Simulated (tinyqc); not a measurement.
Inside a calculation: Lorentz oscillators and the Kramers-Kronig relations. Values are carried at full precision from step to step, so a last printed digit may differ when a step is redone from the rounded ones.

eps(E) = 1 + sum_j S_j/(E0_j^2 - E^2 - i G_j E).

Constants: hbar c = 1973.269805 eV angstrom; hbar^2/2m0 = 3.80998211 eV angstrom^2; e^2/(4 pi eps0) = 14.39964547 eV angstrom.

Inputs chosen for the exercise: E0 = (3.2, 4.41) eV (resonances); G = (0.9, 0.64) eV (widths); S = (40.5, 78.4) eV^2 (strengths); E = 6.73 eV (photon energy); h = 0.5 eV (grid step); M = 40 (grid points E_j = j h); i = 13 (grid index at which eps1 is wanted).

## Dielectric function at one energy

Evaluate each oscillator and the sum.

terms: -1.1219+0.1939i  -2.9515+0.4919i

eps(E) = -3.0734+0.6857i
eps(0) = 8.9863

## Optical constants

n + i k = sqrt(eps1 + i eps2) with k >= 0; R = ((n - 1)^2 + k^2)/((n + 1)^2 + k^2) at normal incidence from vacuum; alpha = 2 E k/(hbar c), times 1e8 for 1/cm; loss function Im(-1/eps) = eps2/(eps1^2 + eps2^2).

Convert eps at the photon energy E into the optical constants.

n = 0.1944
k = 1.7639
R = 0.8286
alpha = 1.20e+06 1/cm
loss function = 0.0692
vacuum wavelength hc/E (hc = 1239.841984 eV nm) = 184.2 nm

The intensity falls to 1/e within 8.31 nm. eps1 is negative, so k exceeds n, as in a metal below its plasma energy; R is 0.83.

## Absorptive part on the grid

Tabulate eps2 at E_j = j h.

eps2(E_j), j = 1 .. M: 0.2503  0.5702  1.0863  2.1460  5.0526  13.7212  12.2271  14.0425  26.6703  6.8750  2.6099  1.3585  0.8308  0.5586  0.3996  0.2987  0.2307  0.1828  0.1479  0.1216  0.1015  0.0857  0.0731  0.0630  0.0546  0.0478  0.0420  0.0372  0.0331  0.0296  0.0266  0.0239  0.0217  0.0197  0.0179  0.0164  0.0150  0.0138  0.0127  0.0117

## eps1 at one grid point

Kramers-Kronig: eps1(E) = 1 + (2/pi) P integral_0^infinity E1 eps2(E1)/(E1^2 - E^2) dE1. Maclaurin rule on the grid E_j = j h, j = 1 .. M: eps1(E_i) = 1 + (4 h/pi) sum over j with j - i odd of E_j eps2(E_j)/(E_j^2 - E_i^2); nothing is added above E_M.

List the terms E_j eps2_j/(E_j^2 - E_i^2) for j - i odd, add them and form eps1.

terms in order of j (1/eV): -0.0138  -0.1122  -1.2380  -2.1398  -1.9927  -1.3041  0.5793  0.1099  0.0425  0.0211  0.0120  0.0074  0.0049  0.0034  0.0024  0.0018  0.0014  0.0010  0.0008  0.0007

sum = -6.012 1/eV
eps1(E_i) = -2.828

The oscillator formula gives -3.552 at E_i = 6.5 eV. The rule samples every 2h = 1 eV against a narrowest width of 0.64 eV and stops at 20 eV; coarse sampling and the missing tail make the difference.

## The f-sum on the grid

W(E_M) = (2/pi) h sum_j E_j eps2_j, with half weight on the last point; the full integral equals sum S_j = (hbar omega_p)^2, and the electron density follows from (hbar omega_p)^2 = 8 pi c (e^2/(4 pi eps0)) N with c = hbar^2/2m0.

W(E_M) = 116.86 eV^2
sum S = 118.90 eV^2
share reached on this grid (a step near the line widths can inflate it) = 0.983
hbar omega_p = 10.904 eV
N = 8.62e+22 1/cm^3

## Checks

- The value of eps1 at 6.773 eV from a fine, long grid (with the tail of eps2 ~ 1/E^3 added) against the oscillator formula: both -2.99.

(tinyqc, `OMP_NUM_THREADS=1 python tinyqc.py 1651723 1651724 out.jsonl`, Intel(R) Xeon(R) Processor @ 2.30GHz, 1 thread, shared host, about 0.1 s.)
